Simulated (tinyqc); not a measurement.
Biaxially strained (001) channel, valley splitting in an inversion layer: effect of the inversion density.

A thin layer grown on a relaxed buffer is stretched in the plane. The two valleys with their long axis along the growth direction (D2) sink against the four in-plane ones (D4); confinement in a triangular well splits them too. Only the lowest subband of each set is kept; one relaxation time, so the weakening of intervalley scattering is left out.

e_par = b1 x, e_perp = -2 (c12/c11) e_par, splitting D = Xu (e_par - e_perp), in-plane stress (c11 + c12 - 2 c12^2/c11) e_par. Levels E(m) = 2.33811 (hbar^2 q^2 F^2/(2 m))^(1/3): E2 = E(ml), E4 = E(mt) + D; N2 = 2 mt kB T/(pi hbar^2), N4 = 4 sqrt(mt ml) kB T/(pi hbar^2). EF solves Ns = N2 ln(1 + exp((EF - E2)/Vt)) + N4 ln(1 + exp((EF - E4)/Vt)); f2 is the share in D2, and 1/mc = f2/mt + (1 - f2)(1/mt + 1/ml)/2. The gain is mc(x = 0)/mc.

Inputs (values chosen for the exercise); values close to those of silicon on relaxed silicon-germanium:
- T = 350 K (temperature)
- x = 0.17 (germanium share of the relaxed buffer)
- b1 = 0.0418 (lattice mismatch per unit x)
- c11 = 163 GPa (elastic constant)
- c12 = 63.8 GPa (elastic constant)
- Xu = 8.97 eV (shear deformation potential)
- ml = 0.938 m0 (longitudinal mass)
- mt = 0.185 m0 (transverse mass)
- F = 0.67 MV/cm (confining field)

Constants: q = 1.602176634e-19 C, kB = 1.380649e-23 J/K, hbar = 1.054571817e-34 J s, m0 = 9.1093837015e-31 kg, Vt = kB T/q, hbar^2/(2 m0) = 0.0380998212 eV nm^2. Results are converted to the units shown.

The same in every row: D (meV) = 113.6.

Effect of the inversion density:
```
Ns (cm^-2)	f2 without strain	f2	mc (m0)	gain
2e11	0.8367	0.9955	0.1853	1.068
3.9e11	0.8345	0.9954	0.1853	1.069
7.5e11	0.8302	0.9952	0.1854	1.071
1.4e12	0.8222	0.9949	0.1854	1.075
2.8e12	0.8042	0.9940	0.1854	1.083
5.4e12	0.7690	0.9918	0.1856	1.099
1e13	0.7052	0.9850	0.1861	1.127
2e13	0.5859	0.9434	0.1893	1.172
```

What does the table show?

As Ns goes from 2e11 to 2e13 cm^-2, f2 falls from 0.995 to 0.943 (without strain: it falls from 0.837 to 0.586) and the gain rises from 1.07 to 1.17. For Ns = 1e13 to 2e13 cm^-2 the second D2 subband, left out here, lies within 2 Vt of EF or below it.

Computed by the program tinyqc: `OMP_NUM_THREADS=1 python tinyqc.py 2530133 2530134 out.jsonl`, one thread of a shared Intel Xeon 2.30GHz, about 0.01 s for the whole run.
